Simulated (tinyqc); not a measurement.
Inside a calculation. Model: drifting, spreading and decaying minority pulse (Haynes-Shockley), explicit time steps.

Computed by the program tinyqc: `OMP_NUM_THREADS=1 python tinyqc.py 2310001 2310002 out.jsonl`, one thread of a shared Intel Xeon 2.30GHz, about 0.01 s for the whole run. Printed values are rounded.

Low injection in a uniform field: dn/dt = D d2n/dx2 - v dn/dx - n/tau with D = mu Vt and v = mu F towards +x. Exact solution on an infinite bar for a Gaussian start at x0: n = N0 exp(-t/tau) exp(-(x - x0 - v t)^2/(2 s^2))/sqrt(2 pi s^2), s^2 = s0^2 + 2 D t.

Parameters, values chosen for the exercise; mobility close to that of gallium arsenide at room temperature:
```
symbol    value        unit                             meaning
T           300           K                         temperature
mu         7870  cm^2/(V s)           minority-carrier mobility
F            49        V/cm         sweep field along the drift
hx          2.7          um                           mesh step
tau      5.3e-9           s                            lifetime
N0         5e10       cm^-2              injected sheet density
dt      1.2e-10           s                           time step
s0          3.1          um  initial width (standard deviation)
```

Constants: q = 1.602176634e-19 C, kB = 1.380649e-23 J/K, Vt = kB T/q. Results are converted to the units shown.

## Coefficients of the scheme

Exponentially fitted fluxes: d = F hx/Vt, B(d) = d/(exp(d) - 1), k = D dt/hx^2; (L n)_i = a n_(i-1) + b n_i + c n_(i+1) with a = k B(-d), c = k B(d), b = -a - c - dt/tau. Explicit steps keep n positive for dt up to 1/[(D/hx^2)(B(d) + B(-d)) + 1/tau].

D = 203.455 cm^2/s
v = 3.85630e5 cm/s
d = 0.511759
a = 0.427879
b = -0.707008
c = 0.256488
positivity limit of dt = 1.69729e-10 s

dt is 0.71 times the explicit limit. On this mesh the fitted flux acts like a diffusion coefficient (d/2) coth(d/2) D = 1.02 D for a travelling pulse, before the error of the time steps.

## Initial pulse

Nodes x_i = i hx, i = 1 to 10, n = 0 at nodes 0 and 11; the Gaussian at t = 0 with x0 = 4 hx.

n at t = 0, node 1 to 10 (in units of 1e13 cm^-3): [0.21183, 1.41130, 4.40346, 6.43455, 4.40346, 1.41130, 0.21183, 0.01489, 0.00049, 0.00001]

## Step 1: densities after a time step

(L n)_i = a n_(i-1) + b n_i + c n_(i+1), n = 0 beyond the ends. Explicit step: n(new) = n + L n.

n at t = 1 dt, node 1 to 10 (in units of 1e13 cm^-3): [0.42405, 1.63357, 3.54443, 4.89885, 4.40537, 2.35198, 0.66975, 0.09513, 0.00652, 0.00021]

## Step 2: densities after a time step

As before.

n at t = 2 dt, node 1 to 10 (in units of 1e13 cm^-3): [0.54323, 1.56917, 2.99395, 4.08183, 3.99011, 2.74586, 1.22699, 0.31612, 0.04267, 0.00285]

## Course in time

The same steps, now on nodes 1 to 60 (n = 0 at nodes 0 and 61), for 24 steps; centre = sum x n/sum n. Deviations are from the exact pulse, as a share of its largest value on the nodes; a run counts as stable if they stay under 100 %.

Course of the iteration:
```
step  hx sum n (cm^-2)  centre (um)  most negative n (cm^-3), 0 if none  largest deviation (% of the peak)
1           4.86806e10      11.3165                                   0                               3.65
2           4.72848e10      11.8632                                   0                               3.83
3           4.58380e10      12.4380                                   0                               3.73
4           4.44112e10      13.0245                                   0                               3.53
5           4.30323e10      13.6151                                   0                               3.95
6           4.17117e10      14.2055                                   0                               5.53
7           4.04515e10      14.7936                                   0                               7.03
8           3.92499e10      15.3782                                   0                               8.42
9           3.81040e10      15.9587                                   0                               9.67
...                ...          ...                                 ...                                ...
16          3.13434e10      19.9035                                   0                               14.6
17          3.05219e10      20.4517                                   0                               14.9
18          2.97294e10      20.9965                                   0                               15.2
19          2.89642e10      21.5382                                   0                               15.4
20          2.82247e10      22.0770                                   0                               15.7
21          2.75095e10      22.6129                                   0                               15.8
22          2.68172e10      23.1462                                   0                               15.8
23          2.61466e10      23.6769                                   0                               15.9
24          2.54967e10      24.2053                                   0                               16.1
```

The run is stable. After 24 steps the deviation is 16 % of the peak. From step 1 to the last the centre has moved at 1.21 v and the content is 12 % below N0 exp(-t/tau). On an endless mesh these steps would give a speed of 1.02 v and a content of 0.994 times the exact one, from dt/tau = 0.0226 alone; the rest comes from the absorbing ends.
